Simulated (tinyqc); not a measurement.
Inside a calculation. Model: time-domain thermoreflectance: layered heat flow under a modulated pulse train, and what the signal ratio measures. Computed by tinyqc, a small Python program that keeps every step. Command: `OMP_NUM_THREADS=1 python tinyqc.py 3112491 3112492 out.jsonl tdtr walk`. One thread of a shared host (Intel(R) Xeon(R) Processor @ 2.30GHz), about 0.2 s of CPU time with the checks. Intermediate numbers are printed to about 5 digits and carried at full precision; extremes and crossings named in words are read from the listed rows.

Pulses repeat at 80 MHz; heat is laid down at the surface, all layers are isotropic, and the film is in perfect contact with the substrate.

Inputs (values chosen for the exercise, modelled on aluminium on 4H-SiC):

| quantity | value | unit |
|---|---|---|
| metal thickness d | 91 | nm |
| metal conductivity | 180 | W/(m K) |
| metal heat capacity | 2.42 | MJ/(m^3 K) |
| boundary conductance G under the metal | 52 | MW/(m^2 K) |
| film thickness | 34 | nm |
| film conductivity | 13 | W/(m K) |
| film heat capacity | 2.6 | MJ/(m^3 K) |
| substrate conductivity kappa | 343 | W/(m K) |
| substrate heat capacity C | 2.21 | MJ/(m^3 K) |
| modulation frequency f | 10 | MHz |
| spot radius w (1/e^2, pump and probe) | 7 | micrometre |
| delay t | 710 | ps |

Stack: metal, film, substrate.

## Length and time scales

Penetration depth sqrt(kappa/(pi f C)); effusivity sqrt(kappa C); cooling time of the metal d C_m/G; Kapitza length kappa/G.

penetration depth = 2.2227 micrometre

effusivity = 27532 W s^(1/2)/(m^2 K)

cooling time of the metal = 4235 ps

Kapitza length = 6596.2 nm

depth over spot radius = 0.31753

The penetration depth is not small against the spot, so radial spreading in the substrate matters at f.

## Impedance at k = 0 and the modulation frequency

For radial wave number k and angular frequency W each layer has u = sqrt(4 pi^2 k^2 + i W C/kappa) and gamma = kappa u. Surface impedance from below: Z = 1/gamma for the substrate; a layer of thickness L maps Z to (Z + tanh(u L)/gamma)/(1 + gamma Z tanh(u L)); a boundary adds 1/G. Take k = 0 and W = 2 pi f.

Z of the substrate = 3.2401-3.2401i m^2 K/GW

Z at the surface = 20.986-10.065i m^2 K/GW

## Response at the modulation frequency

Response per absorbed watt H(W) = 2 pi int_0^(2/w) Z(k, W) exp(-pi^2 k^2 w^2) k dk by 20 Gauss-Legendre points.

H(2 pi f) = 0.13540-0.06127i K/mW

phase of H(2 pi f) = -24.346 degrees

## Signal at one delay

Signal: X + iY = sum_(m = -M..M) H(2 pi (f + m f_r)) exp(i 2 pi m f_r t) exp(-pi (m/M)^2 x 4), f_r = 80 MHz, M = 4000, with H(-W) the complex conjugate of H(W); V_in = X, V_out = Y, ratio = -V_in/V_out.

V_in = 0.33578 K/mW

V_out = -0.055127 K/mW

ratio -V_in/V_out = 6.0910

## Ratio and sensitivities against delay

Sensitivity S = ln(ratio'/ratio)/ln(1.01) for a rise of one input by 1 %.

Ratio and sensitivities:

| t (ps) | ratio | S to kappa | S to G | S to d | S to C | S to w | S to film conductivity |
|---|---|---|---|---|---|---|---|
| 100 | 8.4558 | 0.26322 | 0.98492 | -1.6049 | 0.20922 | -0.16953 | 0.14056 |
| 200 | 7.9479 | 0.25287 | 0.91900 | -1.5166 | 0.20046 | -0.16161 | 0.13257 |
| 400 | 7.1013 | 0.23549 | 0.80913 | -1.3594 | 0.18567 | -0.14834 | 0.11809 |
| 800 | 5.8480 | 0.21003 | 0.64621 | -1.1251 | 0.16370 | -0.12898 | 0.09551 |
| 1500 | 4.4467 | 0.18292 | 0.46185 | -0.8612 | 0.13947 | -0.10835 | 0.06952 |
| 2500 | 3.2770 | 0.16332 | 0.30260 | -0.6381 | 0.12030 | -0.09317 | 0.04696 |
| 4000 | 2.2941 | 0.15323 | 0.15642 | -0.4444 | 0.10641 | -0.08464 | 0.02627 |

The largest sensitivity in size at 100 ps is to d (-1.60). kappa and C enter almost alike, through the effusivity. At 400 ps an error of 3 % in d passes on as 17 % in kappa.

Checks made by the program: steady rise of a bare substrate, 1/(2 sqrt(pi) w kappa), from the same quadrature (relative difference below 1e-10).
